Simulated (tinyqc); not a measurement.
Abrupt p-n junction, non-linear Poisson equation by Newton steps: one step of the calculation.

One dimension, p side on the left, n side on the right; net doping C = -Na for x < 0 and +Nd for x > 0. The potential psi is counted from the intrinsic level, and the quasi-Fermi potentials are flat: 0 for holes and -V for electrons, so n = ni exp((psi + V)/Vt) and p = ni exp(-psi/Vt) (Boltzmann statistics, full ionisation, no current).

Problem. Newton step. Solve the tridiagonal system a_(i-1) d_(i-1) + b_i d_i + a_i d_(i+1) = -F_i for nodes 1 to 14, with d = 0 on fixed nodes. Half of the step is added while the largest |d| exceeds 1.5 Vt, the full step after that.

Inputs (values chosen for the exercise):
- T = 450 K (temperature)

Constants: q = 1.602176634e-19 C, kB = 1.380649e-23 J/K, Vt = kB T/q. Results are converted to the units shown.

coupling a_i, interval 0 to 14 (F/cm^2): 2.7913202e-7  3.7772453e-7  5.1145308e-7  6.9196594e-7  9.3572667e-7  1.2668299e-6  1.7154989e-6  1.5625037e-6  1.4124176e-6  1.3070468e-6  1.1763421e-6  1.0834730e-6  9.8028508e-7  8.9504290e-7  8.1528660e-7

```
node  diagonal b (F/cm^2)  residual F (C/cm^2)
1           -4.2602000e-6       -4.6259923e-12
2           -3.5512968e-6       -3.4176435e-12
3           -3.1701562e-6         2.8975699e-8
4           -2.1216105e-6         1.9046046e-8
5           -2.2384694e-6         1.3074501e-9
6           -2.9950161e-6        -9.7622684e-9
7           -3.3671771e-6         5.9772238e-9
8           -3.5399018e-6        -2.1906049e-8
9           -4.2346814e-6        -4.2862447e-8
10          -4.2418415e-6        -2.8779663e-9
11          -4.1901465e-6        6.9942209e-13
12          -4.1791898e-6        7.6648996e-13
13          -4.2023029e-6        8.4313895e-13
14          -4.2620690e-6        9.2457851e-13
```

psi at the start, node 0 to 15 (V): -0.50501201  -0.50501201  -0.50501201  -0.50501201  -0.46313390  -0.37201465  -0.27181547  -0.18537278  -0.11747880  -0.08266241  -0.08046003  -0.08046003  -0.08046003  -0.08046003  -0.08046003  -0.08046003

Wanted: Newton step d, before damping; psi after iteration 1.

Solution.

Newton step d, before damping, node 1 to 14 (V): 0.000157  0.001788  0.012302  0.013165  0.000399  -0.010052  -0.012153  -0.018979  -0.018613  -0.007000  -0.002115  -0.000582  -0.000142  -0.000030
psi after iteration 1, node 0 to 15 (V): -0.50501  -0.50485  -0.50322  -0.49271  -0.44997  -0.37162  -0.28187  -0.19753  -0.13646  -0.10128  -0.08746  -0.08258  -0.08104  -0.08060  -0.08049  -0.08046

tinyqc, about 0.02 s, one thread, Intel Xeon 2.30GHz (shared host): `OMP_NUM_THREADS=1 python tinyqc.py 2000129 2000130 out.jsonl`
